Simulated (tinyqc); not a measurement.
Raising U: Hubbard chain of 6 sites, mean field against exact. Computed by the program tinyqc. 

one-body matrix (hopping and site energies) (eV):
```
,1,2,3,4,5,6
1,0.0400,-1.8600,0.0000,0.0000,0.0000,0.0000
2,-1.8600,0.4500,-1.8600,0.0000,0.0000,0.0000
3,0.0000,-1.8600,-0.2300,-1.8600,0.0000,0.0000
4,0.0000,0.0000,-1.8600,-0.2100,-1.8600,0.0000
5,0.0000,0.0000,0.0000,-1.8600,-0.4200,-1.8600
6,0.0000,0.0000,0.0000,0.0000,-1.8600,0.2600
```

electrons, up and down: 3  3

Collinear unrestricted mean field (the lowest of 40 random starts) against exact diagonalisation.

Exact and mean-field results (eV):
```
U,U/t,E exact,E mean field,mean |n_up - n_down|,"double occupancy, exact",first gap in the sector
0.9300,0.5000,-11.842927,-11.778916,0.0000,0.2290,1.4743
1.8600,1.0000,-10.631947,-10.374462,0.0000,0.2051,1.3187
3.7200,2.0000,-8.599963,-7.677401,0.3979,0.1597,1.0743
5.5800,3.0000,-7.043311,-5.770503,0.6694,0.1206,0.8889
7.4400,4.0000,-5.875676,-4.535230,0.8016,0.0902,0.7460
11.1600,6.0000,-4.331861,-3.144891,0.9089,0.0524,0.5508
14.8800,8.0000,-3.401501,-2.407842,0.9483,0.0330,0.4307
22.3200,12.0000,-2.371584,-1.652029,0.9769,0.0160,0.2966
37.2000,20.0000,-1.489390,-1.038287,0.9917,0.0061,0.1810
```

In absolute terms mean field is worst at U/t = 4.0, 1.340 eV too high: at small U it is nearly exact, and at large U it misses only exchange-scale energies. Its local moments set in at U/t = 2.0 of those listed, a broken symmetry that the exact state of a finite cluster with equal spins does not have. Relative to the exact energy its error is 0.5 % at the smallest U, 30 % at most and 30 % at the largest. The double occupancy falls from 0.229 to 0.006.
